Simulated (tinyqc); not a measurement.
Ellipsometry and reflectance of a transparent film on an absorbing substrate: two steps of the calculation.

Air (index 1), film, substrate with N2 = n2 - i k2; time factor exp(+i w t). q_j = sqrt(N_j^2 - sin^2 th), root with positive real part. Fresnel coefficients r_s = (q_a - q_b)/(q_a + q_b), r_p = (N_b^2 q_a - N_a^2 q_b)/(N_b^2 q_a + N_a^2 q_b). tan(Psi) exp(i Delta) = R_p/R_s, Delta taken from 0 to 360 degrees.

Inputs (values chosen for the exercise); indices close to those of silicon dioxide on silicon: wavelength lam = 546.1 nm; angle of incidence th = 65 degrees; index of the transparent film n1 = 1.469; film thickness d = 8.1 nm; index of the substrate n2 = 4.086; extinction coefficient of the substrate k2 = 0.031.

Problem 1. Interface coefficients and thickness period. q0, q1, q2 and the coefficients r01 and r12 for p and s; the results repeat in d with the period lam/(2 q1).

Give: q0; q1; q2; r01,p; r01,s; r12,p; r12,s; period.

Solution 1.

q0 = 0.42262
q1 = 1.1561
q2 = 3.9842-0.0318i
r01,p = -0.11803
r01,s = -0.46461
r12,p = 0.38367-0.00307i
r12,s = -0.55020+0.00278i
period = 236.18 nm

Problem 2. Psi, Delta and reflectances. beta = 2 pi d q1/lam, X = exp(-2 i beta), R = (r01 + r12 X)/(1 + r01 r12 X) for p and s.

q1 = 1.1561000
r01,p = -0.11803443
r01,s = -0.46460585
r12,p = 0.38367088-0.00306762i
r12,s = -0.55020132+0.00278191i

Give: beta; X; R_p; R_s; Psi; Delta; |R_p|^2; |R_s|^2.

Solution 2.

beta = 0.1077 rad
X = 0.9769-0.2138i
R_p = 0.2670-0.0918i
R_s = -0.8043+0.0603i
Psi = 19.29 degrees
Delta = 165.3 degrees
|R_p|^2 = 0.07970
|R_s|^2 = 0.6505

The bare substrate gives Psi = 19.00 and Delta = 179.41 degrees.

Computed by the program tinyqc: `OMP_NUM_THREADS=1 python tinyqc.py 2870182 2870183 out.jsonl`, one thread of a shared Intel Xeon 2.30GHz, about 0.01 s for the whole run.
